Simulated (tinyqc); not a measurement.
From results to parameters: two-site tight-binding chain. Computed by the program tinyqc.

Problem. A two-site chain has site energies +delta (A) and -delta (B) and hoppings t1 > t2 > 0, so E = +/- sqrt(delta^2 + |t1 + t2 exp(-ika)|^2). Find delta, t1 and t2.

upper band at k = 0 = 2.549216 eV
upper band at the zone edge = 1.305105 eV
weight of the upper band on site A at the zone edge = 0.929084

Solution. The weight on A is (1 + delta/E)/2, which gives delta; then t1 + t2 = sqrt(E(0)^2 - delta^2) and t1 - t2 = sqrt(E(edge)^2 - delta^2).

delta, t1, t2 (eV): 1.1200  1.4800  0.8100
